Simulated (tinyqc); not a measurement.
# Memristor with linear dopant drift, Joglekar window: effect of the window exponent on the first half period

A film of thickness D has a doped share x: R = Ron x + Roff (1 - x), i = v/R, dx/dt = k i F with k = mv Ron/D^2 and F = 1 - (2 x - 1)^(2 p). The drive is v = V0 sin(2 pi f t). The model has no threshold and no heating.

The equation is integrated to convergence over the first half period; the lobe area is the integral of i dv, down branch less up branch.

Values chosen for this exercise:
```
symbol    value       unit                             meaning
Ron         200        ohm  resistance of the fully doped film
Roff      20000        ohm      resistance of the undoped film
D            15         nm                      film thickness
mv      1.6e-14  m^2/(V s)                     dopant mobility
x0         0.19                           doped share at t = 0
V0          0.9          V                           amplitude
f          0.87         Hz                           frequency
```

Effect of the window exponent on the first half period:
```
p,x at half period,R0/R(half period),peak i (uA),lobe area (uW)
1,0.4826,1.555,65.75,8.575
2,0.5465,1.769,70.31,11.78
3,0.5589,1.818,71.37,12.45
5,0.5630,1.834,71.73,12.67
8,0.5634,1.836,71.76,12.69
12,0.5634,1.836,71.76,12.69
```

As p goes from 1 to 12, x at half period rises from 0.483 to 0.563, the resistance ratio rises from 1.55 to 1.84 and the lobe area rises from 8.58 to 12.7 uW.

tinyqc, about 0.2 s, one thread, Intel Xeon 2.30GHz (shared host): `OMP_NUM_THREADS=1 python tinyqc.py 2880040 2880041 out.jsonl`
